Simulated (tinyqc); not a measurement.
Ion implantation: universal nuclear stopping, Lindhard-Scharff electronic stopping and a Gaussian range profile: one step, computed by the program tinyqc.

An ion slows by elastic collisions with screened nuclei and by friction with electrons; channelling is ignored and the target is uniform.

Question. Gaussian profile. C(x) = C_p exp(-(x - R_p)^2/(2 dR_p^2)) with C_p = Q/(sqrt(2 pi) dR_p), 1 nm = 1e-7 cm; the profile falls to the background at x_j = R_p + dR_p sqrt(2 ln(C_p/C_B)); the peak atomic fraction is C_p/N.

Inputs (values chosen for the exercise, modelled on fluorine ions in germanium):
```
quantity            value    unit
ion mass M1            19       u
target mass M2      72.63       u
target density N     44.2  1/nm^3
dose Q              1e+13  1/cm^2
background C_B    8.2e+15  1/cm^3
```

straggle dR_p = 3.707260 nm

projected range R_p = 13.71662 nm

Give: peak concentration C_p; depth x_j where C falls to C_B; peak atomic fraction.

Answer.

peak concentration C_p = 1.076e+19 1/cm^3

Depth x_j where C falls to C_B = 27.76 nm

peak atomic fraction = 2.435e-04

Caution: the estimates of R_p and dR_p assume mainly nuclear stopping and an ion not much lighter than the target; here they are rough, and for light ions in heavy targets the straggle can be low by a factor of two or more.
